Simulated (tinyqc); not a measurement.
Polytypes and stacking faults of a tetrahedral semiconductor in an axial Ising model with couplings up to third neighbours: one step, computed by the program tinyqc. Command: `OMP_NUM_THREADS=1 python tinyqc.py 3025365 3025366 out.jsonl polytype walk`. One thread of a shared host (Intel(R) Xeon(R) Processor @ 2.30GHz), about 0.01 s of CPU time with the checks.

Each double layer has s = +1 or -1 for the sense of its stacking step; E per pair of atoms = E0 - sum_n J_n <s_i s_(i+n)>, n = 1, 2, 3. Hexagonality h = (1 - <s_i s_(i+1)>)/2.

Task: Stacking-fault energies. Faults in 4H: the sequences single Shockley (31) (+++-), double Shockley (62) (++++++--), Frank-type (32) (+++--) are put between perfect repeats; k_n = (layers x C_n of the host) - sum_i s_i s_(i+n). gamma = sum k_n J_n/A, A = (sqrt 3/2) a^2; 1 meV/angstrom^2 = 16.02177 mJ/m^2.

Inputs (values chosen for the exercise, of the order of those of SiC for J, a, G and the gaps):
```
quantity,value,unit
J1,2.13,meV/pair
J2,-3.65,meV/pair
J3,-0.32,meV/pair
basal lattice constant a,3.08,angstrom
```

Host polytype: 4H.

fault coefficients k_n:
```
,J1,J2,J3
single Shockley (31),0,-4,0
double Shockley (62),-4,-8,0
Frank-type (32),-1,-2,3
```

Constants: 1 eV/angstrom^2 = 16.02176634 J/m^2.

Give: gamma; energy of the glide fault, single Shockley (31).

Result:

gamma (mJ/m^2): single Shockley (31) 28.473, double Shockley (62) 40.330, Frank-type (32) 8.210

energy of the glide fault, single Shockley (31) = 28.473 mJ/m^2

The cheapest is the Frank-type (32) fault.
